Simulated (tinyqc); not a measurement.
Inside a calculation. Model: electroplating on a thin resistive seed layer: kinetics, Wagner number and the terminal effect across a wafer. Computed by tinyqc, a small Python program that keeps every step. Command: `OMP_NUM_THREADS=1 python tinyqc.py 3120914 3120915 out.jsonl terminal walk`. One thread of a shared host (Intel(R) Xeon(R) Processor @ 2.30GHz), about 0.02 s of CPU time with the checks. Intermediate numbers are printed to about 5 digits and carried at full precision; extremes and crossings named in words are read from the listed rows.

Current enters the seed at the rim. The bath is treated as a local resistance per area (no lateral flow in the liquid), two electrons per ion, molar volume 7.11 cm^3/mol, Faraday constant F = e N_A, kinematic viscosity 0.01 cm^2/s, omega = 2 pi x rpm/60; k_B T/e is in volts.

Inputs (values chosen for the exercise, of the order of those for copper plating on a thin cobalt or ruthenium seed):

| quantity | value | unit |
|---|---|---|
| wafer radius R | 10 | cm |
| seed thickness t | 82 | nm |
| seed resistivity | 9.5 | microohm cm |
| bath conductivity kappa | 0.066 | S/cm |
| gap to the anode h | 10 | cm |
| extra resistance of a porous plate | 0 | ohm cm^2 |
| exchange current density i_0 | 0.2 | mA/cm^2 |
| cathodic transfer coefficient alpha | 0.59 | - |
| mean current density | 4.9 | mA/cm^2 |
| diffusivity of the metal ion | 4.3e-06 | cm^2/s |
| metal ion concentration | 0.5 | mol/L |
| rotation rate | 30 | rpm |
| temperature T | 298 | K |

Constants: e = 1.602176634e-19 C; N_A = 6.02214076e+23 1/mol; k_B = 8.617333262e-05 eV/K.

## Rate, limit and resistances

Growth rate = i V_m/(2 F). Levich limit i_L = 0.62 x 2 F D^(2/3) omega^(1/2) nu^(-1/6) c. Tafel overpotential eta = (k_B T/(alpha e)) ln(i/i_0); kinetic resistance k_B T/(alpha e i); bath resistance h/kappa + plate; R_s = resistivity/t; Wagner number = kinetic resistance x kappa/R.

growth rate = 108.32 nm/min

limiting current i_L = 60.405 mA/cm^2

overpotential = 139.22 mV

kinetic resistance = 8.8826 ohm cm^2

bath resistance R_b = 151.52 ohm cm^2

sheet resistance R_s = 1.1585 ohm/square

Wagner number = 0.058625

## Linear estimate of the terminal effect

Linearised: with R_t = kinetic + bath resistance the current density obeys (1/r)(r i')' = i R_s/R_t, so i = A I_0(r/l), l = sqrt(R_t/R_s); with x = R/l, edge/centre = I_0(x) and edge/mean = x I_0(x)/(2 I_1(x)). Voltage drop in the seed for a uniform current: i R_s R^2/4.

length l = 11.766 cm

x = R/l = 0.84988

edge over centre, linear = 1.1889

edge over mean, linear = 1.0877

drop for uniform current = 141.92 mV

For small x edge/centre is 1 + x^2/4 = 1.181.

## Current distribution

Full model: seed potential phi(r) with (1/r)(r phi')' = R_s i, where i solves phi = R_b i + (k_B T/(alpha e)) ln(i/i_0) (phi being the driving voltage left at r); phi'(0) = 0 and phi'(R) = R_s i_mean R/2. Solved by collocation to a tolerance of 1e-7.

Across the wafer:

| r/R | i (mA/cm^2) | i/mean | i/mean, linear |
|---|---|---|---|
| 0.00 | 4.4836 | 0.9150 | 0.9149 |
| 0.20 | 4.5159 | 0.9216 | 0.9215 |
| 0.40 | 4.6135 | 0.9415 | 0.9415 |
| 0.60 | 4.7788 | 0.9753 | 0.9753 |
| 0.75 | 4.9496 | 1.0101 | 1.0102 |
| 0.90 | 5.1630 | 1.0537 | 1.0537 |
| 1.00 | 5.3303 | 1.0878 | 1.0877 |

edge over centre, full model = 1.1889

The full model gives 1.19 against 1.19 from the linear form; the kinetic resistance, which the linear form holds fixed, is a small part of R_t here.

## As the film thickens, and with more bath resistance

The film is taken as uniform, with the seed resistivity; the last column adds 100 ohm cm^2 to R_b. Extra power of that plate = i^2 x 100 ohm cm^2 x area.

Edge over centre:

| thickness (nm) | R_s (ohm/square) | as given | with 100 ohm cm^2 more |
|---|---|---|---|
| 82 | 1.1585 | 1.1889 | 1.1144 |
| 123 | 0.7724 | 1.1240 | 1.0755 |
| 164 | 0.5793 | 1.0923 | 1.0564 |
| 246 | 0.3862 | 1.0611 | 1.0374 |
| 410 | 0.2317 | 1.0364 | 1.0224 |
| 820 | 0.1159 | 1.0181 | 1.0112 |
| 1640 | 0.0579 | 1.0090 | 1.0056 |

extra power = 0.75430 W

The ratio falls below 1.1 from 164 nm on as given, and from 123 nm on with the added resistance: what counts is R_s R^2 against the sum of kinetic and bath resistance.

Checks made by the program: mean of the distribution (relative difference 2e-08).
